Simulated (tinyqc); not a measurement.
# Well width from the intersubband spacing

Question. In an empty well of width L and depth Vb, level k solves kw L/2 = (k - 1) pi/2 + arctan(sqrt((mw/mb)(Vb - E)/E)) with kw = sqrt(mw E/C), C = hbar^2/(2 m0). Find L, E1 and E2 from the spacing.

Parameters, values chosen for the exercise; material values close to those of In0.53Ga0.47As in InP:
```
symbol,value,unit,meaning
mw,0.0415,m0,mass along z in the well
mb,0.081,m0,mass along z in the barriers
Vb,0.247,eV,barrier height
```

Constants: q = 1.602176634e-19 C, hbar = 1.054571817e-34 J s, m0 = 9.1093837015e-31 kg, hbar^2/(2 m0) = 0.0380998212 eV nm^2. Results are converted to the units shown.

E2 - E1 = 101.78456 meV

Answer. Both levels are solved for trial widths until their difference matches. A second level is bound only for L above 6.06 nm, and over that range one width gives this spacing.

L = 11.2 nm
E1 = 33.3 meV
E2 = 135 meV

Program tinyqc, `OMP_NUM_THREADS=1 python tinyqc.py 2140019 2140020 out.jsonl`; Intel Xeon 2.30GHz, shared host, one thread, about 0.2 s.
